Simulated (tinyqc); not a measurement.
Ion-assisted plasma etching: sheath, surface coverage, synergy and aspect-ratio dependence: one step, computed by the program tinyqc. Command: `OMP_NUM_THREADS=1 python tinyqc.py 3012022 3012023 out.jsonl etch walk`. One thread of a shared host (Intel(R) Xeon(R) Processor @ 2.30GHz), about 0.07 s of CPU time with the checks.

Radicals adsorb on bare sites; ions remove covered sites with a high yield and bare sites by sputtering; a slow spontaneous reaction acts everywhere, walls included.

Task: Sheath and ion angles. Debye length lambda_D = sqrt(eps_0 T_e/(e n_s)) with n_s = 0.61 n_e, T_e in volts; Child-law sheath d = (sqrt2/3) lambda_D (2 V/T_e)^(3/4); ion energy E = V + T_e/2; angular spread = arctan(sqrt(T_i/E)).

Inputs (values chosen for the exercise, close to those used for silicon dioxide in a fluorocarbon plasma):
```
quantity                    value    unit
plasma density n_e        3.1e+11  1/cm^3
electron temperature T_e      2.9      eV
sheath voltage V               80       V
ion temperature T_i          0.49      eV
```

Feature: round hole.

Constants: eps_0 = 8.8541878128e-12 F/m; e = 1.602176634e-19 C.

Give: Debye length; sheath thickness; ion energy E; angular spread.

Result:

Debye length = 29.11 um

sheath thickness = 277.8 um

ion energy E = 81.45 eV

angular spread = 4.435 degrees
